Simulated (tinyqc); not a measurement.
From results back to parameters: heavy doping: gap narrowing, degeneracy and the minority density. Five cases, with inputs chosen for the exercise.

Problem. The minority density was computed from a hidden true narrowing dEg.

F_j(eta) = (1/Gamma(j + 1)) integral_0^infinity x^j dx/(1 + exp(x - eta)), which tends to exp(eta) for eta << 0.

Majority: N = Nc F_1/2(eta), eta the distance of EF beyond the majority band edge in kT. Degeneracy factor gam = F_1/2(eta)/exp(eta). ni0^2 = Nc Nv exp(-Eg/kT); product n p = ni0^2 gam exp(dEg/kT), dEg the true narrowing; apparent narrowing dEa = dEg + kT ln gam; minority density = n p/N.

Constants: kB = 8.617333262e-05 eV/K.

Case 1.

Values chosen (gap and densities of states near those of Si at this temperature; narrowing constants near the fits for Si; shifted at random, so the results belong to these values and not to a real crystal): N = 3.6e+19 1/cm^3 (ionised donors, equal to the majority density); Eg = 1.129 eV (gap); Nc = 2.74e+19 1/cm^3 (conduction-band density of states); Nv = 1.1e+19 1/cm^3 (valence-band density of states); T = 300 K.

minority density = 14.0860 1/cm^3

Case 2.

Values chosen (gap and densities of states near those of Ge at this temperature; narrowing constants of the size fitted for Si, not for this material; shifted at random, so the results belong to these values and not to a real crystal): N = 5.4e+18 1/cm^3 (ionised donors, equal to the majority density); Eg = 0.618 eV (gap); Nc = 1.87e+19 1/cm^3 (conduction-band density of states); Nv = 8.8e+18 1/cm^3 (valence-band density of states); T = 450 K.

minority density = 2.48881e+13 1/cm^3

Case 3.

Values chosen (gap and densities of states near those of Si at this temperature; narrowing constants near the fits for Si; shifted at random, so the results belong to these values and not to a real crystal): N = 2.2e+18 1/cm^3 (ionised donors, equal to the majority density); Eg = 1.075 eV (gap); Nc = 4.82e+19 1/cm^3 (conduction-band density of states); Nv = 2.24e+19 1/cm^3 (valence-band density of states); T = 450 K.

minority density = 1.12792e+09 1/cm^3

Case 4.

Values chosen (gap and densities of states near those of Si at this temperature; narrowing constants near the fits for Si; shifted at random, so the results belong to these values and not to a real crystal): N = 4.7e+18 1/cm^3 (ionised donors, equal to the majority density); Eg = 1.121 eV (gap); Nc = 2.77e+19 1/cm^3 (conduction-band density of states); Nv = 1.14e+19 1/cm^3 (valence-band density of states); T = 300 K.

minority density = 102.399 1/cm^3

Case 5.

Values chosen (gap and densities of states near those of Ge at this temperature; narrowing constants of the size fitted for Si, not for this material; shifted at random, so the results belong to these values and not to a real crystal): N = 3.9e+18 1/cm^3 (ionised donors, equal to the majority density); Eg = 0.661 eV (gap); Nc = 1.07e+19 1/cm^3 (conduction-band density of states); Nv = 5.04e+18 1/cm^3 (valence-band density of states); T = 300 K.

minority density = 1.12069e+09 1/cm^3

Find: dEa; gam; dEg.

Solution. dEa = kT ln(minority x N/ni0^2); gam follows from N alone, and dEg = dEa - kT ln gam.

Case 1.

dEa = 70.97 meV
gam = 0.6336
dEg = 82.77 meV

Case 2.

dEa = 74.41 meV
gam = 0.9033
dEg = 78.35 meV

Case 3.

dEa = 35.79 meV
gam = 0.9840
dEg = 36.42 meV

Case 4.

dEa = 60.42 meV
gam = 0.9419
dEg = 61.97 meV

Case 5.

dEa = 60.30 meV
gam = 0.8797
dEg = 63.62 meV

Computed by tinyqc, one run a case: `OMP_NUM_THREADS=1 python tinyqc.py N N+1 out.jsonl` with N = 1651316, 1651356, 1651419, 1651454, 1651513; one thread of a shared Intel(R) Xeon(R) Processor @ 2.30GHz, about 0.02 s a run at most.
